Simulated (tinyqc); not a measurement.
Deformation-potential model of the Delta valleys of a conduction band: one step. Piezoresistance from repopulation. Four cases, with inputs chosen for the exercise.

Question. For small stress d(rho)/rho = pi X. For valleys on the cube axes pi11 = -(2/3) Xu (s11 - s12)/kT x (K - 1)/(2K + 1), pi12 = -pi11/2, pi44 = 0, K = ml/mt. For stress along [110]: pi_l = (pi11 + pi12 + pi44)/2 with the current along it and pi_t = (pi11 + pi12 - pi44)/2 with the current along [1-10]. 1/GPa = 100 x 1e-11/Pa.

Constants: kB = 8.617333262e-05 eV/K.

Case 1.

Values chosen (near those of Si; the results hold for these values, not for the real material): ml = 0.901 m0 (longitudinal mass); mt = 0.184 m0 (transverse mass); Xu = 9.72 eV (uniaxial potential); T = 400 K (temperature).

s11, s12, s44 (1/TPa): 7.741761  -2.169042  12.468828

Case 2.

Values chosen (near those of Si; the results hold for these values, not for the real material): ml = 0.897 m0 (longitudinal mass); mt = 0.186 m0 (transverse mass); Xu = 9.14 eV (uniaxial potential); T = 77 K (temperature).

s11, s12, s44 (1/TPa): 7.769960  -2.150675  12.330456

Case 3.

Values chosen (near those of Si; the results hold for these values, not for the real material): ml = 0.943 m0 (longitudinal mass); mt = 0.191 m0 (transverse mass); Xu = 9.64 eV (uniaxial potential); T = 300 K (temperature).

s11, s12, s44 (1/TPa): 7.374734  -2.006129  12.706480

Case 4.

Values chosen (near those of Si; the results hold for these values, not for the real material): ml = 0.899 m0 (longitudinal mass); mt = 0.189 m0 (transverse mass); Xu = 8.75 eV (uniaxial potential); T = 300 K (temperature).

s11, s12, s44 (1/TPa): 7.376999  -2.003864  12.870013

Give: K; pi11, pi12, pi44; pi_l, pi_t for [110].

Answer.

Case 1.

K = 4.897

pi11, pi12, pi44 (1e-11/Pa): -67.3  33.6  0.0

pi_l, pi_t for [110] (1e-11/Pa): -16.8  -16.8

Case 2.

K = 4.823

pi11, pi12, pi44 (1e-11/Pa): -327.1  163.6  0.0

pi_l, pi_t for [110] (1e-11/Pa): -81.8  -81.8

Case 3.

K = 4.937

pi11, pi12, pi44 (1e-11/Pa): -84.4  42.2  0.0

pi_l, pi_t for [110] (1e-11/Pa): -21.1  -21.1

Case 4.

K = 4.757

pi11, pi12, pi44 (1e-11/Pa): -75.6  37.8  0.0

pi_l, pi_t for [110] (1e-11/Pa): -18.9  -18.9

Only the transfer between valleys is counted; changes of mass and of intervalley scattering add to it in a real crystal.

Computed by tinyqc, one run a case: `OMP_NUM_THREADS=1 python tinyqc.py N N+1 out.jsonl` with N = 1080803, 1080974, 1081091, 1081252; one thread of a shared Intel(R) Xeon(R) Processor @ 2.30GHz, about 0.04 s a run at most.
